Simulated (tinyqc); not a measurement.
# Slope factor and drain-induced lowering from three currents

Problem. With source and body at 0 V, I = A exp((Vg + dd Vd)/(nf Vt)) (1 - exp(-Vd/Vt)). Find nf, the swing nf Vt ln 10 and dd.

Values chosen for this exercise:
- T = 358 K (temperature)

Constants: q = 1.602176634e-19 C, kB = 1.380649e-23 J/K, Vt = kB T/q. Results are converted to the units shown.

currents at (Vg, Vd) = (0, 0.05), (0, 0.7) and (0.12, 0.7) V (nA/um): [0.23806706, 2.9086247, 74.378422]

Answer. The pair at equal Vd gives nf; the pair at equal Vg, after dividing out the factors 1 - exp(-Vd/Vt), gives dd.

nf = 1.20
swing = 85.2 mV/decade
dd = 0.130

Numbers from tinyqc (`OMP_NUM_THREADS=1 python tinyqc.py 2242133 2242134 out.jsonl`; about 0.03 s on one thread of a shared Intel Xeon 2.30GHz).
